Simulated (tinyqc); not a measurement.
Worked calculation: empirical pseudopotential in a few plane waves. Computed by tinyqc, a small Python program that keeps every step. Settings: plane-wave index or count = 15. Command: `OMP_NUM_THREADS=1 python tinyqc.py 30229 30230 out.jsonl` (the two numbers bound the seeds that draw the settings). One thread of a shared host (Intel(R) Xeon(R) Processor @ 2.60GHz), about 0.2 s of CPU time with the checks.

## Bloch Hamiltonian at G

Parameters chosen for this model: fcc lattice, atoms at +/- a/8 (1,1,1); form factors in rydberg at |G|^2 in units of (2 pi/a)^2:
```
parameter                 value      unit
a                      5.740000  angstrom
VS(3)                 -0.204000        Ry
VS(8)                 -0.008000        Ry
VS(11)                 0.066000        Ry
VA(3)                  0.095000        Ry
VA(4)                  0.052000        Ry
VA(11)                 0.032000        Ry
hbar^2/2m (2 pi/a)^2   4.565190        eV
```

k point G (2 pi / a): [0, 0, 0]

Basis: the 15 shortest G (labels in 2 pi/a), the same at every k. H(G,G') = c |k + G|^2 delta + VS(|G-G'|^2) cos((G-G').tau) + i VA sin((G-G').tau), tau = a/8 (1,1,1); 1 Ry = 13.605693 eV.

H(k) at G (eV):
```
                     +0+0+0               -1-1-1               -1-1+1               -1+1-1
+0+0+0             0.000000   1.962618+0.913964i  -1.962618+0.913964i  -1.962618+0.913964i
-1-1-1   1.962618-0.913964i            13.695571   0.000000-0.707496i   0.000000-0.707496i
-1-1+1  -1.962618-0.913964i   0.000000+0.707496i            13.695571            -0.108846
-1+1-1  -1.962618-0.913964i   0.000000+0.707496i            -0.108846            13.695571
-1+1+1  -1.962618+0.913964i             0.108846   0.000000+0.707496i   0.000000+0.707496i
+1-1-1  -1.962618-0.913964i   0.000000+0.707496i            -0.108846            -0.108846
+1-1+1  -1.962618+0.913964i             0.108846   0.000000+0.707496i             0.000000
+1+1-1  -1.962618+0.913964i             0.108846             0.000000   0.000000+0.707496i
+1+1+1   1.962618+0.913964i             0.000000             0.108846             0.108846
-2+0+0   0.000000-0.707496i  -1.962618+0.913964i  -1.962618-0.913964i  -1.962618-0.913964i
+0-2+0   0.000000-0.707496i  -1.962618+0.913964i  -1.962618-0.913964i   0.634965-0.307862i
+0+0-2   0.000000-0.707496i  -1.962618+0.913964i   0.634965-0.307862i  -1.962618-0.913964i
+0+0+2   0.000000+0.707496i  -0.634965-0.307862i   1.962618+0.913964i  -0.634965+0.307862i
+0+2+0   0.000000+0.707496i  -0.634965-0.307862i  -0.634965+0.307862i   1.962618+0.913964i
+2+0+0   0.000000+0.707496i  -0.634965-0.307862i  -0.634965+0.307862i  -0.634965+0.307862i

                     -1+1+1               +1-1-1               +1-1+1               +1+1-1
+0+0+0  -1.962618-0.913964i  -1.962618+0.913964i  -1.962618-0.913964i  -1.962618-0.913964i
-1-1-1             0.108846   0.000000-0.707496i             0.108846             0.108846
-1-1+1   0.000000-0.707496i            -0.108846   0.000000-0.707496i             0.000000
-1+1-1   0.000000-0.707496i            -0.108846             0.000000   0.000000-0.707496i
-1+1+1            13.695571             0.000000            -0.108846            -0.108846
+1-1-1             0.000000            13.695571   0.000000-0.707496i   0.000000-0.707496i
+1-1+1            -0.108846   0.000000+0.707496i            13.695571            -0.108846
+1+1-1            -0.108846   0.000000+0.707496i            -0.108846            13.695571
+1+1+1   0.000000+0.707496i             0.108846   0.000000+0.707496i   0.000000+0.707496i
-2+0+0   1.962618-0.913964i   0.634965-0.307862i  -0.634965-0.307862i  -0.634965-0.307862i
+0-2+0  -0.634965-0.307862i  -1.962618-0.913964i   1.962618-0.913964i  -0.634965-0.307862i
+0+0-2  -0.634965-0.307862i  -1.962618-0.913964i  -0.634965-0.307862i   1.962618-0.913964i
+0+0+2  -1.962618+0.913964i  -0.634965+0.307862i  -1.962618+0.913964i   0.634965+0.307862i
+0+2+0  -1.962618+0.913964i  -0.634965+0.307862i   0.634965+0.307862i  -1.962618+0.913964i
+2+0+0   0.634965+0.307862i   1.962618+0.913964i  -1.962618+0.913964i  -1.962618+0.913964i

                     +1+1+1               -2+0+0               +0-2+0               +0+0-2
+0+0+0   1.962618-0.913964i   0.000000+0.707496i   0.000000+0.707496i   0.000000+0.707496i
-1-1-1             0.000000  -1.962618-0.913964i  -1.962618-0.913964i  -1.962618-0.913964i
-1-1+1             0.108846  -1.962618+0.913964i  -1.962618+0.913964i   0.634965+0.307862i
-1+1-1             0.108846  -1.962618+0.913964i   0.634965+0.307862i  -1.962618+0.913964i
-1+1+1   0.000000-0.707496i   1.962618+0.913964i  -0.634965+0.307862i  -0.634965+0.307862i
+1-1-1             0.108846   0.634965+0.307862i  -1.962618+0.913964i  -1.962618+0.913964i
+1-1+1   0.000000-0.707496i  -0.634965+0.307862i   1.962618+0.913964i  -0.634965+0.307862i
+1+1-1   0.000000-0.707496i  -0.634965+0.307862i  -0.634965+0.307862i   1.962618+0.913964i
+1+1+1            13.695571  -0.634965-0.307862i  -0.634965-0.307862i  -0.634965-0.307862i
-2+0+0  -0.634965+0.307862i            18.260761            -0.108846            -0.108846
+0-2+0  -0.634965+0.307862i            -0.108846            18.260761            -0.108846
+0+0-2  -0.634965+0.307862i            -0.108846            -0.108846            18.260761
+0+0+2  -1.962618-0.913964i             0.108846             0.108846             0.000000
+0+2+0  -1.962618-0.913964i             0.108846             0.000000             0.108846
+2+0+0  -1.962618-0.913964i             0.000000             0.108846             0.108846

                     +0+0+2               +0+2+0               +2+0+0
+0+0+0   0.000000-0.707496i   0.000000-0.707496i   0.000000-0.707496i
-1-1-1  -0.634965+0.307862i  -0.634965+0.307862i  -0.634965+0.307862i
-1-1+1   1.962618-0.913964i  -0.634965-0.307862i  -0.634965-0.307862i
-1+1-1  -0.634965-0.307862i   1.962618-0.913964i  -0.634965-0.307862i
-1+1+1  -1.962618-0.913964i  -1.962618-0.913964i   0.634965-0.307862i
+1-1-1  -0.634965-0.307862i  -0.634965-0.307862i   1.962618-0.913964i
+1-1+1  -1.962618-0.913964i   0.634965-0.307862i  -1.962618-0.913964i
+1+1-1   0.634965-0.307862i  -1.962618-0.913964i  -1.962618-0.913964i
+1+1+1  -1.962618+0.913964i  -1.962618+0.913964i  -1.962618+0.913964i
-2+0+0             0.108846             0.108846             0.000000
+0-2+0             0.108846             0.000000             0.108846
+0+0-2             0.000000             0.108846             0.108846
+0+0+2            18.260761            -0.108846            -0.108846
+0+2+0            -0.108846            18.260761            -0.108846
+2+0+0            -0.108846            -0.108846            18.260761
```

## Levels at G

Diagonalise the Hermitian matrix.

eigenvalues (eV): [-3.418388, 9.964163, 9.964163, 9.964163, 10.375249, 14.170243, 14.170243, 14.170243, 15.897117, 18.478452, 18.478452, 21.709469, 21.735187, 21.735187, 21.735187]

## Bands along a path

The same steps at evenly spaced points between the labelled ones.

Bands along the path (eV), lowest eight:
```
k            band 1    band 2    band 3    band 4     band 5     band 6     band 7     band 8
L         -1.772403  4.031225  9.339884  9.339884  10.902426  14.832847  14.832847  16.703742
L-G 0.20  -2.165515  4.569276  9.307272  9.307272  10.943066  14.804168  14.804168  16.827491
L-G 0.40  -2.640814  5.620590  9.417161  9.417161  11.197002  14.893214  14.893214  16.410471
L-G 0.60  -3.053649  7.003960  9.629463  9.629463  11.559087  14.745194  14.779391  14.779391
L-G 0.80  -3.324697  8.567173  9.858657  9.858657  11.423870  13.938537  14.383568  14.383568
G         -3.418388  9.964163  9.964163  9.964163  10.375249  14.170243  14.170243  14.170243
G-X 0.20  -3.293378  8.492433  9.639496  9.639496  11.875868  13.367142  14.728870  14.728870
G-X 0.40  -2.930605  6.986796  9.014004  9.014004  12.046902  13.425085  15.747978  16.044714
G-X 0.60  -2.374082  5.661670  8.472484  8.472484  11.364489  12.658300  16.959608  17.713985
G-X 0.80  -1.727398  4.603161  8.167345  8.167345  11.044148  11.665914  19.042282  19.591291
X         -1.205094  4.028177  8.157604  8.157604  11.039765  11.272708  21.299005  21.663917
```

With 4 band(s) filled, the highest filled level on these points lies at G and the lowest empty one at G: a gap of 0.4111 eV, direct. This holds for the small fixed basis; with all plane waves up to |k + G|^2 = 21 (2 pi/a)^2 the gap along the path is 0.66 eV.

## Convergence with the number of plane waves

Levels at G counted from the fourth one.

Levels (eV):
```
plane waves     level 1   level 5   level 8
9            -15.725212  0.288603  1.414992
15           -13.382552  0.411085  4.206080
27           -12.634864  0.716866  4.546903
51           -12.376603  0.620440  4.859018
59           -12.361305  0.636078  4.722965
65           -12.354527  0.635146  4.698546
89           -12.340714  0.636927  4.706222
```
